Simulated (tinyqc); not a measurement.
From one set of inputs to another, one input at a time: implant damage, amorphisation by cascade overlap, and solid-phase epitaxial regrowth. Computed by tinyqc, a small Python program. Command: `OMP_NUM_THREADS=1 python tinyqc.py 3114108 3114109 out.jsonl sper ladder`. One thread of a shared host (Intel(R) Xeon(R) Processor @ 2.30GHz), about 0.02 s of CPU time with the checks.

Range and width of the damage are inputs. Dynamic annealing enters only through the surviving share f.

The inputs printed are set A. Set A is modelled on phosphorus ions in germanium; the values taken over come from a set modelled on fluorine ions in germanium. Inputs not listed in the table keep their values of set A, so the rows need not describe a real material.

Inputs (values chosen for the exercise, modelled on phosphorus ions in germanium):

| quantity | value | unit |
|---|---|---|
| atomic density N | 44.2 | 1/nm^3 |
| ion Z1 | 15 | - |
| ion mass M1 | 31 | u |
| target Z2 | 32 | - |
| target mass M2 | 72.63 | u |
| ion energy E | 100 | keV |
| displacement energy E_d | 16 | eV |
| depth of the damage peak R_d | 70 | nm |
| width of the damage profile s_d | 42 | nm |
| share of defects that survive f | 0.48 | - |
| critical displaced share x_c | 0.19 | - |
| dose Q | 6e+14 | 1/cm^2 |
| regrowth prefactor v0 | 2.1e+16 | nm/s |
| regrowth energy E_a | 2.15 | eV |
| anneal temperature | 368 | C |
| rate relative to (100) | 0.33 | - |
| peak enhancement by the dopant | 10 | - |
| ramp rate | 130 | K/s |

Constants: a_0 = 0.529177210903 angstrom; e^2/(4 pi eps_0) = 14.39964548 eV angstrom; k_B = 8.617333262e-05 eV/K.

Method:
- Robinson partition: eps = E a M2/(Z1 Z2 (e^2/(4 pi eps_0)) (M1 + M2)), a = 0.8853 a_0/sqrt(Z1^(2/3) + Z2^(2/3)); k = 0.0793 Z1^(2/3) Z2^(1/2) (M1 + M2)^(3/2)/((Z1^(2/3) + Z2^(2/3))^(3/4) M1^(3/2) M2^(1/2)); damage energy T_d = E/(1 + k (eps + 0.40244 eps^(3/4) + 3.4008 eps^(1/6))); displacements nu = 0.8 T_d/(2 E_d).
- Displaced share x(z) = f nu Q exp(-(z - R_d)^2/(2 s_d^2))/(sqrt(2 pi) s_d N); the layer is amorphous where x > x_c, between R_d -/+ s_d sqrt(2 ln(x_max/x_c)), the upper edge being cut at the surface. Threshold dose Q_c = Q x_c/x_max.
- v = v0 x orientation factor x exp(-E_a/(k_B T)) x [1 + (enhancement - 1) exp(-(z - R_d)^2/(2 s_d^2))], T = anneal temperature + 273.15 K; the dopant is taken to follow the damage profile; the lower front moves from the lower edge z2 to the surface, or to the middle (z1 + z2)/2 of a buried layer with upper edge z1; time = int dz/v; the equivalent undoped distance is that time times the undoped velocity.
- On a linear ramp from 200 C regrowth ends at the T_f where int v_undoped dT/(ramp rate) equals the equivalent undoped distance.

Each row keeps all changes above it:

| input moved | from | to | lower edge (nm) | time with enhancement (s) | temperature at which regrowth ends (C) |
|---|---|---|---|---|---|
| set A | - | - | 137.41 | 117.77 | 497.18 |
| width of the damage profile s_d (nm) | 42 | 4.8 | 82.62 | 42.74 | 475.07 |
| depth of the damage peak R_d (nm) | 70 | 8.3 | 20.92 | 58.31 | 481.71 |
| critical displaced share x_c | 0.19 | 0.13 | 21.60 | 64.57 | 483.92 |
| ion energy E (keV) | 100 | 10 | 17.55 | 35.19 | 470.97 |
| ramp rate (K/s) | 130 | 180 | 17.55 | 35.19 | 477.86 |
| dose Q (1/cm^2) | 6e+14 | 3.9e+15 | 21.41 | 62.78 | 490.42 |
| displacement energy E_d (eV) | 16 | 13 | 21.77 | 66.23 | 491.60 |

Which inputs carry the difference?

Lower edge goes from 137 to 21.8, a factor 0.158 in all. The largest single move comes from depth of the damage peak R_d (a factor 0.253), and dose Q works against it (a factor 1.22). Time with enhancement goes from 118 to 66.2, a factor 0.562 in all. The largest single move comes from width of the damage profile s_d (a factor 0.363), and dose Q works against it (a factor 1.78). Temperature at which regrowth ends goes from 497 to 492, a factor 0.9888 in all. The largest single move comes from width of the damage profile s_d (a factor 0.956), and dose Q works against it (a factor 1.026). The single moves hold for this order of the switches; the total does not depend on the order.

Extremes, crossings and ranges named in words are read from the listed rows.
